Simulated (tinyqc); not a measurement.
One-electron ion in a basis of Gaussians, step by step. One step of it, computed by the program tinyqc.

Task: Matrices over normalised Gaussians. With p = a_i + a_j and I(k) = Gamma((k+1)/2) / (2 p^((k+1)/2)): S = I(2l+2), T = (2l+3) a_i a_j S / p, V = -Z I(2l+1), each divided by sqrt(S_ii S_jj).

exponents of r^l exp(-a r^2) (1/bohr^2): 1.705000  2.487000  3.629000  5.294000  7.723000  11.270000  16.440000

Z = 4

l = 0

Give: S; T; V.

Result:

S, lower triangle:
```
,1,2,3,4,5,6,7
1,1.0000
2,0.9738,1.0000
3,0.9007,0.9737,1.0000
4,0.7955,0.9007,0.9738,1.0000
5,0.6754,0.7954,0.9008,0.9738,1.0000
6,0.5554,0.6752,0.7954,0.9007,0.9737,1.0000
7,0.4458,0.5554,0.6753,0.7954,0.9007,0.9738,1.0000
```

T (hartree), lower triangle:
```
,1,2,3,4,5,6,7
1,2.5575
2,2.9550,3.7305
3,3.1346,4.3108,5.4435
4,3.0776,4.5723,6.2898,7.9410
5,2.8298,4.4891,6.6717,9.1756,11.5845
6,2.4676,4.1272,6.5504,9.7329,13.3867,16.9050
7,2.0659,3.5993,6.0229,9.5558,14.1985,19.5330,24.6600
```

V (hartree), lower triangle:
```
,1,2,3,4,5,6,7
1,-8.3347
2,-8.9989,-10.0663
3,-9.3895,-10.8690,-12.1597
4,-9.4985,-11.3402,-13.1289,-14.6866
5,-9.3599,-11.4718,-13.6983,-15.8572,-17.7388
6,-9.0300,-11.3041,-13.8575,-16.5453,-19.1535,-21.4285
7,-8.5708,-10.9059,-13.6553,-16.7373,-19.9837,-23.1362,-25.8810
```
